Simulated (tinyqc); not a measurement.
From results back to parameters: band edges of strained Si(1-x)Ge(x) on relaxed Si(1-y)Ge(y). Three cases, with inputs chosen for the exercise.

Problem. A layer on a (001) buffer has its Delta valleys split into the four in the plane and the two along z: E(Delta4) - E(Delta2) = XuD (e_par - e_perp), e_perp = -2 (C12/C11) e_par, e_par = (a(y) - a(x))/a(x). The splitting is given; find the strain and the Ge fraction y of the buffer.

Values are linear in the Ge fraction but for ED(x) = linear - CD x (1 - x) and a(x) = linear - Ca x (1 - x). Energies are on the common scale of Ev.

Case 1.

Values chosen (end members near Si and Ge, in this order; shifted at random, so the results belong to these values and not to a real crystal):
- a = (5.429, 5.655) angstrom (lattice constant)
- Ca = 0.024 angstrom (bowing of the lattice constant)
- XuD = (8.92, 9.53) eV (uniaxial potential, Delta)
- C11 = (167.4, 128.6) GPa
- C12 = (64.3, 48) GPa
- x = 1 (Ge fraction of the layer)

E(Delta4) - E(Delta2) = -0.165501 eV

Case 2.

Values chosen (end members near Si and Ge, in this order; shifted at random, so the results belong to these values and not to a real crystal):
- a = (5.431, 5.666) angstrom (lattice constant)
- Ca = 0 angstrom (bowing of the lattice constant)
- XuD = (9.07, 9.63) eV (uniaxial potential, Delta)
- C11 = (167.1, 129.7) GPa
- C12 = (64.3, 47.8) GPa
- x = 0.47 (Ge fraction of the layer)

E(Delta4) - E(Delta2) = -0.326725 eV

Case 3.

Values chosen (end members near Si and Ge, in this order; shifted at random, so the results belong to these values and not to a real crystal):
- a = (5.427, 5.656) angstrom (lattice constant)
- Ca = 0.026 angstrom (bowing of the lattice constant)
- XuD = (8.92, 9.11) eV (uniaxial potential, Delta)
- C11 = (167.2, 128.2) GPa
- C12 = (64.5, 47.8) GPa
- x = 1 (Ge fraction of the layer)

E(Delta4) - E(Delta2) = -0.077986 eV

Find: e_par; a(y); y.

Solution. e_par = splitting/(XuD (1 + 2 C12/C11)) with the values at x; a(y) = a(x)(1 + e_par); a(y) rises steadily with y, so one root lies in the range.

Case 1.

e_par = -0.00994
a(y) = 5.5988 angstrom
y = 0.770

Case 2.

e_par = -0.01993
a(y) = 5.4310 angstrom
y = 0

Case 3.

e_par = -0.00490
a(y) = 5.6283 angstrom
y = 0.890

Computed by tinyqc, one run a case: `OMP_NUM_THREADS=1 python tinyqc.py N N+1 out.jsonl` with N = 1051149, 1051162, 1051174; one thread of a shared Intel(R) Xeon(R) Processor @ 2.30GHz, about 0.02 s a run at most.
